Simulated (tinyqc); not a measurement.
## K factor and largest bandwidth from two damping rates

Question. The damping of a laser follows gamma = K fR^2 + gamma0. With gamma0 neglected, the largest 3 dB bandwidth is 2 sqrt(2) pi/K, reached where gamma = sqrt(2) 2 pi fR. Find K, gamma0 and that bandwidth.

gamma at fR = 3.5 and 10.3 GHz (1/ns): 5.81  39.592400

Solution. gamma is linear in fR^2: slope K, intercept gamma0.

K = 0.3600 ns
gamma0 = 1.400 1/ns
largest f3dB = 24.68 GHz

Computed by the program tinyqc: `OMP_NUM_THREADS=1 python tinyqc.py 2840034 2840035 out.jsonl`, one thread of a shared Intel Xeon 2.30GHz, about 0.01 s for the whole run.
